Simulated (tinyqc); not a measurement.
Smearing for a one-band metal on the bcc lattice: sweeps and comparisons. A value that a table varies takes the place of the one given here.

Lattice vectors (units of a): a1 = (-1/2, 1/2, 1/2), a2 = (1/2, -1/2, 1/2), a3 = (1/2, 1/2, -1/2). E(k) = -t A_1(k) - t2 A_2(k), A_m the sum of cos(k . R) over the 8 nearest and 6 second lattice vectors. Mesh k = sum (j_i/N) b_i, j_i = 0 .. N-1.

With x = (E_k - mu)/sigma: Fermi-Dirac f = 1/(1 + exp(x)), s = -f ln f - (1 - f) ln(1 - f); Gaussian f = erfc(x)/2, s = exp(-x^2)/(2 sqrt(pi)); Methfessel-Paxton (first order) f = erfc(x)/2 - x exp(-x^2)/(2 sqrt(pi)), s = (1 - 2 x^2) exp(-x^2)/(4 sqrt(pi)); cold (Marzari-Vanderbilt) with y = x + 1/sqrt(2), f = erfc(y)/2 + exp(-y^2)/sqrt(2 pi), s = y exp(-y^2)/sqrt(2 pi). With weights w = points/N^d (d the dimension), mu solves 2 sum w f = ne; E = 2 sum w f E_k, S = 2 sum w s, F = E - sigma S.

With x = (E_k - mu)/sigma: Gaussian f = erfc(x)/2, s = exp(-x^2)/(2 sqrt(pi)); Methfessel-Paxton (first order) f = erfc(x)/2 - x exp(-x^2)/(2 sqrt(pi)), s = (1 - 2 x^2) exp(-x^2)/(4 sqrt(pi)). With weights w = points/N^d (d the dimension), mu solves 2 sum w f = ne; E = 2 sum w f E_k, S = 2 sum w s, F = E - sigma S.

With x = (E_k - mu)/sigma: cold (Marzari-Vanderbilt) with y = x + 1/sqrt(2), f = erfc(y)/2 + exp(-y^2)/sqrt(2 pi), s = y exp(-y^2)/sqrt(2 pi). With weights w = points/N^d (d the dimension), mu solves 2 sum w f = ne; E = 2 sum w f E_k, S = 2 sum w s, F = E - sigma S.

Values chosen for the exercise:
- t = 1 eV (nearest hopping)
- t2 = 0.09 eV (second hopping)
- ne = 0.87 (electrons per cell)
- N = 5 (unshifted mesh)
- sigma = 0.2 eV (width)

## Error of each scheme against the width

All on the dense mesh N = 40. The reference is F of first-order Methfessel-Paxton smearing with sigma = 0.05 t on the mesh N = 40; it moves by 0.26 meV on the mesh N = 50; in three dimensions such meshes can agree by chance and the reference may be off by about 1 meV, so smaller errors are not resolved.

Errors (meV per cell):

| sigma (eV) | FD F | FD (E+F)/2 | Gauss F | Gauss (E+F)/2 | MP F | cold F |
|---|---|---|---|---|---|---|
| 0.100 | -7.52 | -0.10 | -1.15 | 0.01 | 0.01 | -0.04 |
| 0.150 | -16.68 | -0.42 | -2.60 | 0.00 | 0.01 | -0.20 |
| 0.200 | -29.09 | -1.22 | -4.61 | -0.05 | -0.03 | -0.52 |
| 0.300 | -62.41 | -4.80 | -10.23 | -0.18 | -0.03 | -1.57 |
| 0.400 | -105.29 | -11.07 | -18.01 | -0.36 | -0.02 | -3.15 |
| 0.600 | -214.07 | -30.96 | -39.55 | -1.71 | -1.01 | -8.20 |
| 0.800 | -347.47 | -59.60 | -68.07 | -4.81 | -3.81 | -15.81 |

reference = -2.09345 eV

Doubling sigma from 0.200 to 0.400 eV multiplies the error of F by 3.6 (Fermi-Dirac) and 3.9 (Gaussian); a pure sigma^2 term would give 4. At the smallest width Fermi-Dirac errs 6.5 times as much as Gaussian, against 2 pi^2/3 = 6.6 for the ratio of the sigma^2 terms at equal sigma. At the largest width the sizes of the errors rank MP F 3.8, Gauss (E+F)/2 4.8, cold F 15.8, FD (E+F)/2 59.6, Gauss F 68.1, FD F 347.5 meV; below about 1 meV this order, and the ratios at the smallest width, carry the noise of the mesh.

## Mesh against width

Gaussian smearing, (E + F)/2. The reference is F of first-order Methfessel-Paxton smearing with sigma = 0.05 t on the mesh N = 40; it moves by 0.26 meV on the mesh N = 50; in three dimensions such meshes can agree by chance and the reference may be off by about 1 meV, so smaller errors are not resolved.

Errors (meV per cell):

| N | sigma = 0.05 t | sigma = 0.15 t | sigma = 0.4 t |
|---|---|---|---|
| 4 | 269.34 | 257.97 | 233.21 |
| 6 | 97.27 | 95.06 | 85.41 |
| 8 | 44.02 | 45.33 | 38.67 |
| 12 | 15.96 | 15.84 | 11.91 |
| 16 | 7.78 | 7.54 | 4.48 |
| 24 | 1.97 | 1.96 | 0.50 |

reference = -2.09345 eV

First N from which the value stays within 2 meV of its last entry (which need not be the best one): none before the last for sigma = 0.05 t, none before the last for sigma = 0.15 t, none before the last for sigma = 0.4 t. At the last mesh the errors are +1.97, +1.96 and +0.50 meV. The 2 meV bar does not tell the widths apart. The smallest error belongs to 0.05 t on 0, 0.15 t on 0, 0.4 t on 6 of the 6 meshes.

## What moves the results of cold (Marzari-Vanderbilt) smearing

All sums formed anew. Each row changes one parameter from the base and keeps the others.

Results:

| case | mu (eV) | E (eV) | S | F (eV) |
|---|---|---|---|---|
| base | -0.4926 | -2.1827 | -0.0071 | -2.1813 |
| N = 10 | 0.0543 | -2.0640 | 0.0313 | -2.0703 |
| sigma = 0.4 eV | -0.3382 | -2.1822 | -0.0056 | -2.1799 |
| ne = 0.97 | 0.2830 | -2.1712 | 0.0139 | -2.1739 |
| t2 = 0.19 eV | -0.3690 | -2.2401 | -0.0071 | -2.2387 |
| t = 1.1 eV | -0.5690 | -2.3958 | -0.0071 | -2.3944 |

The largest shifts from the base row, up to three for each result and ties (the steps differ in size, so this ranks the rows, not the parameters). mu (eV): ne +0.7756, N +0.5469, sigma +0.1544. E (eV): t -0.2131, N +0.1187, t2 -0.0574. S: N +0.0384, ne +0.0209, sigma +0.0015; unchanged at the printed digits by t2 and t. F (eV): t -0.2131, N +0.1110, t2 -0.0574.

(tinyqc, `OMP_NUM_THREADS=1 python tinyqc.py 1651534 1651535 out.jsonl`, Intel(R) Xeon(R) Processor @ 2.30GHz, 1 thread, shared host, about 0.2 s.)
